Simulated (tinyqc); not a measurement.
Worked calculation: precursor delivery and alloy composition in metal-organic vapour-phase epitaxy. Computed by tinyqc, a small Python program that keeps every step. Command: `OMP_NUM_THREADS=1 python tinyqc.py 3029192 3029193 out.jsonl movpe walk`. One thread of a shared host (Intel(R) Xeon(R) Processor @ 2.30GHz), about 0.01 s of CPU time with the checks. Intermediate numbers are printed to about 5 digits and carried at full precision; extremes and crossings named in words are read from the listed rows.

Carrier gas leaves each bubbler saturated. Group-III species cross a boundary layer and react at the surface; element 2 can also desorb. The film is (1)_(1-x) (2)_x V with a zinc-blende cell.

Inputs (values chosen for the exercise, close to those used for InGaP from TEGa and TMIn): source 1: a in log10(p/torr) = a - b/T = 8.08; source 1: b = 2162 K; source 1: bath temperature = 22 C; source 1: carrier flow = 9.8 sccm; source 2: a = 10.52; source 2: b = 3014 K; source 2: bath temperature = 20 C; source 2: carrier flow = 89 sccm; bubbler pressure p_b = 760 torr; group-V hydride flow = 300 sccm; total flow = 22 slm; reactor pressure p = 760 torr; diffusivity D0 at 273.15 K and 760 torr = 0.33 cm^2/s; boundary layer delta = 1.1 cm; prefactor of the surface rate k_s = 7.2e+13 cm/s; energy of k_s = 1.89 eV; prefactor of the loss of element 2 = 6.5e+14 layers/s; energy of the loss = 3.08 eV; lattice constant a = 5.65 angstrom; growth temperature T = 670 C.

Constants: k_B = 1.380649e-23 J/K; k_B = 8.617333262e-05 eV/K.

## Molar flows

Temperatures in kelvin are T(C) + 273.15. Vapour pressure p_v = 10^(a - b/T); precursor flow = carrier flow x p_v/(p_b - p_v); 1 sccm = 44.615 micromol/min; V/III = hydride flow over the sum of both; gas share x_g = F2/(F1 + F2).

vapour pressures (torr): source 1 5.6874, source 2 1.7321

molar flows (micromol/min): F1 3.2966, F2 9.0703

V/III ratio = 1082.3

gas share x_g = 0.73343

The slope of F2 with the temperature of bath 2 is b ln(10)/T^2 x p_b/(p_b - p_v) = 8.1 % per kelvin.

## Transport to the surface

Partial pressure p_i = p F_i/(44615 x total flow in slm); density n_i = p_i/(k_B T), 1 torr = 133.322 Pa; D = D0 (T/273.15)^1.75 (760/p), h = D/delta, the same for both; k_s = prefactor x exp(-energy/(k_B T)); arrival J_i = n_i/(1/h + 1/k_s); in layers per second g_i = J_i a^2/2 (two group-III sites per a^2 on (001)).

densities (1/cm^3): n1 2.6135e+13, n2 7.1907e+13

h = 2.6238 cm/s

k_s = 5728.0 cm/s

arrival rates (layers/s): g1 0.10940, g2 0.30100

Growth is transport-limited.

## Composition and growth rate

Loss of element 2 is r x with r = prefactor x exp(-energy/(k_B T)). Then x = (g2 - r x)/(g1 + g2 - r x), or r x^2 - (g1 + g2 + r) x + g2 = 0, smaller root; growth rate G = g1/(1 - x) layers/s; one layer is a/2 thick, 1 angstrom/s = 0.36 um/h. Distribution coefficient = [x/(1 - x)]/[x_g/(1 - x_g)], x_g = g2/(g1 + g2).

loss rate r = 0.022633 layers/s

solid share x = 0.72237

growth rate G = 0.40075 um/h

distribution coefficient = 0.94568

5.4 % of element 2 is lost again. Caution: the lattice constant is held fixed as x changes, delta does not respond to the flow, both precursors share one D and k_s, and gas-phase side reactions are left out.

## Three regimes over temperature

The formulas are those given above.

Growth:
```
T (C)       k_s/h  r (layers/s)        x  G (um/h)
450    2.9408e+00    2.2273e-07  0.73343   0.25533
500    1.8599e+01    5.4442e-06  0.73343   0.34139
550    9.3369e+01    9.0252e-05  0.73339   0.37299
600    3.8728e+02    1.0847e-03  0.73288   0.39228
650    1.3695e+03    9.9583e-03  0.72856   0.40324
700    4.2326e+03    7.2798e-02  0.69684   0.37580
750    1.1664e+04    4.3814e-01  0.48274   0.22872
800    2.9131e+04    2.2309e+00  0.13992   0.14258
850    6.6815e+04    9.8264e+00  0.03448   0.13142
```

G peaks at 650 C among these rows. Between the first rows the apparent energy is 0.28 eV, against 1.89 eV for k_s, as control is already mixed; Among these rows x stays within 2 % of x_g up to 650 C and then falls, to 0.034 in the last row, as element 2 desorbs. Caution: in these rows, too, a is fixed and both precursors share one D and k_s.

Checks made by the program: balance of element 2 (relative difference below 1e-10).
